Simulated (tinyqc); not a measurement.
Worked calculation: Wannier functions of a composite (isolated) pair of valence bands (bonds of an sp chain). Values are carried at full precision from step to step, so a last printed digit may differ when a step is redone from the rounded ones.

Each atom has a hybrid pointing left (<) and right (>). H(k): diagonal +V3 on A, -V3 on B; <A<|A>> = -V1a, <B<|B>> = -V1b, <A>|B<> = -V2, <B>|A<> = -V2p exp(ik); k in 1/a, Bloch sums with exp(ikR). The two lowest bands are filled. Trial functions in cell 0: g1 = cos(c) A> + sin(c) B<, and g2 = sin(c) B> + cos(c) A< of cell 1, whose Bloch vector has cos(c) exp(-ik) on A<. Projection A_mn = <psi_m|g_n>, S = A^+ A, Loewdin U = A S^(-1/2), Bloch-like states w_n = sum_m psi_m U_mn, H_W(k) = U^+ diag(E) U. P = sum_m |psi_m><psi_m| is free of phase choices, and S = g^+ P g, w = P g S^(-1/2).

Values chosen for the exercise:
- V2 = 4.6 eV (coupling in the bond A-B inside the cell)
- V2p = 4.06 eV (coupling in the bond to the next cell)
- V1a = 1.17 eV (coupling of the two hybrids on A)
- V1b = 0.61 eV (the same on B)
- V3 = 1.44 eV (A at +V3, B at -V3)
- j = 2 (mesh point, k = 2 pi j/N)
- N = 4 (k points)
- c = 65 degrees (trial bonds cos(c) on A, sin(c) on B)
- xb = 0.51 a (position of B (A at 0))

## H at one mesh point

Fill in the matrix.

H(k) (eV), lower triangle:
```
         A<       A>       B<       B>
A<   1.4400
A>  -1.1700   1.4400
B<        0  -4.6000  -1.4400
B>   4.0600        0  -0.6100  -1.4400
```

## Levels and the projector on the filled bands

Diagonalise; P = sum over the two lowest states of |psi><psi|.

levels (eV): -4.8988  -4.3846  4.0290  5.2543

P, lower triangle:
```
         A<       A>      B<      B>
A<   0.3412
A>   0.0869   0.3580
B<   0.0285   0.4707  0.6418
B>  -0.4652  -0.0274  0.0869  0.6590
```

The filled states put 1.398 electrons on A and 2.602 on B at this k.

## Loewdin orthogonalisation

The trial vectors are the columns g1 = (0, cos c, sin c, 0), g2 = (cos c exp(-ik), 0, 0, sin c), k = 2 pi j/N. Form S = g^+ P g, its eigenvalues, S^(-1/2), and w = P g S^(-1/2).

S:
```
        1       2
1  0.9517  0.0344
2  0.0344  0.9586
```

eigenvalues of S: 0.9205  0.9898

S^(-1/2):
```
         1        2
1   1.0256  -0.0185
2  -0.0185   1.0219
```

w:
```
         1        2
A<  0.0746  -0.5793
A>  0.5938  -0.0736
B<  0.7993   0.0538
B>  0.0542   0.8100
```

The combinations of the trial bonds that diagonalise S lie 92.1 to 99.0 % inside the filled space; an eigenvalue near zero would mark a poor choice.

## The Hamiltonian in the new basis

H_W = w^+ H w; its eigenvalues must be the two filled levels.

H_W(k) (eV):
```
        1       2
1  -4.899   0.003
2   0.003  -4.385
```

eigenvalues (eV): -4.899  -4.385

## Hoppings between the Wannier functions

H_mn(R) = (1/N) sum_k exp(-ikR) H_W,mn(k), the coupling of function m in cell 0 to function n in cell R.

H(R) (eV):

| R | 11 | 12 | 21 | 22 |
|---|---|---|---|---|
| -1 | 0.0174 | -0.4014 | -0.0009 | 0.0175 |
| 0 | -4.8642 | -0.3968 | -0.3968 | -4.3499 |
| 1 | 0.0174 | -0.0009 | -0.4014 | 0.0175 |
| 2 | 0.0003 | -0.0022 | -0.0022 | 0.0003 |

The bond levels are -4.864 and -4.350 eV, against -sqrt(V2^2 + V3^2) = -4.820 and -4.308 for isolated bonds. Neighbouring bonds couple by -0.397 eV through B; the bond-orbital estimate is -V1b (1 + ap)/2 = -0.401 with the mean V2 in ap = V3/sqrt(V2^2 + V3^2).

## The functions in real space

w_n(R) = (1/N) sum_k exp(ikR) w_n(k); point-like hybrids at R (A) and R + xb (B) give centres and spreads.

Function 1:

| R | A< | A> | B< | B> |
|---|---|---|---|---|
| -1 | 0.0005 | 0.0032 | -0.0002 | -0.0360 |
| 0 | 0.0503 | 0.5932 | 0.8021 | 0.0188 |
| 1 | -0.0251 | -0.0038 | 0.0030 | 0.0000 |
| 2 | -0.0003 | 0.0000 | 0.0001 | -0.0006 |

centres (a): 1 0.3283, 2 0.6758

spreads (a^2): 1 0.0606, 2 0.0548

Function 1 has 99.5 % of its weight on the two hybrids of its bond. Its centre lies +0.0733 a from the middle of the bond, towards B, the atom with the lower level.

## Checks

- Eigenvalues of H_W against the filled levels: they agree to 1e-10 or better.
- W^+ w against the unit matrix: they agree to 1e-10 or better.

Computed by tinyqc, a small Python program: `OMP_NUM_THREADS=1 python tinyqc.py 1450680 1450681 out.jsonl` (the numbers bound the seed that draws the inputs); one thread of a shared host (Intel(R) Xeon(R) Processor @ 2.30GHz), about 0.2 s for the whole set of steps.
